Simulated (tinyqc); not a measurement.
Thermal boundary conductance by the acoustic and diffuse mismatch models: one step, computed by the program tinyqc. Command: `OMP_NUM_THREADS=1 python tinyqc.py 3024879 3024880 out.jsonl kapitza walk`. One thread of a shared host (Intel(R) Xeon(R) Processor @ 2.30GHz), about 0.01 s of CPU time with the checks.

Each side has one longitudinal and two transverse Debye branches, omega = v q up to q_D = (6 pi^2 n)^(1/3), with n counting all atoms. Scattering at the interface is elastic. Electrons are left out of G, also for metals. Melting is ignored. G refers to the temperatures of the phonons sent towards the interface. Linear branches over all atoms overstate G at high T, most for crystals with several atoms a cell.

Task: Boundary conductance. G = (k_B^4 T^3/(8 pi^2 hbar^3)) int W(x) x^4 e^x/(e^x - 1)^2 dx, x = hbar omega/(k_B T). Acoustic mismatch: W = sum over the three branches of alpha(1 to 2)/v_1^2, each up to the lower of its two cut-offs. Diffuse mismatch: W = S_1 S_2/(S_1 + S_2), where S_i sums 1/v^2 over the branches of side i still below their cut-off. Radiation limit: W = min(S_1, S_2). The integral is split at the four cut-offs (64 Gauss-Legendre points a piece, x at most 45). Boundary resistance R = 1/G and Kapitza length kappa_2/G use the diffuse value.

Inputs (values chosen for the exercise, modelled on tungsten (side 1) and lead (side 2)): conductivity kappa_2 = 34.1 W/(m K); temperature T = 77 K.

Structure: film on a substrate.

Branches:

| branch | v (m/s) | cut-off (K) | Z (1e6 kg/(m^2 s)) |
|---|---|---|---|
| L, side 1 | 5320 | 625.1917 | 105.3360 |
| T, side 1 | 2980 | 350.2014 | 59.0040 |
| L, side 2 | 2360 | 224.6835 | 26.4320 |
| T, side 2 | 948 | 90.2542 | 10.6176 |

Transmission:

| branch | t at normal incidence | largest angle from side 1 (deg) | alpha, 1 to 2 | alpha, 2 to 1 |
|---|---|---|---|---|
| L | 0.6414265 | 90 | 0.4923283 | 0.09688478 |
| T | 0.5169872 | 90 | 0.6768404 | 0.06849682 |

Constants: k_B = 1.380649e-23 J/K; hbar = 1.054571817e-34 J s.

Give: G, acoustic mismatch; G, diffuse mismatch; G, radiation limit; boundary resistance R; Kapitza length in side 2.

Result:

G, acoustic mismatch = 31.16 MW/(m^2 K)

G, diffuse mismatch = 118.2 MW/(m^2 K)

G, radiation limit = 187.5 MW/(m^2 K)

boundary resistance R = 8.457 m^2 K/GW

Kapitza length in side 2 = 288.4 nm

The diffuse value is 3.80 times the acoustic one and 63 % of the radiation limit. Diffuse scattering raises G here: it ignores the impedance mismatch and lets phonons change direction and branch. Caution: kappa_2 is of room-temperature size, so the Kapitza length is only nominal at this T. Caution: at this temperature short waves carry the heat; linear branches up to q_D overstate their velocity, and inelastic processes, left out here, grow with T.
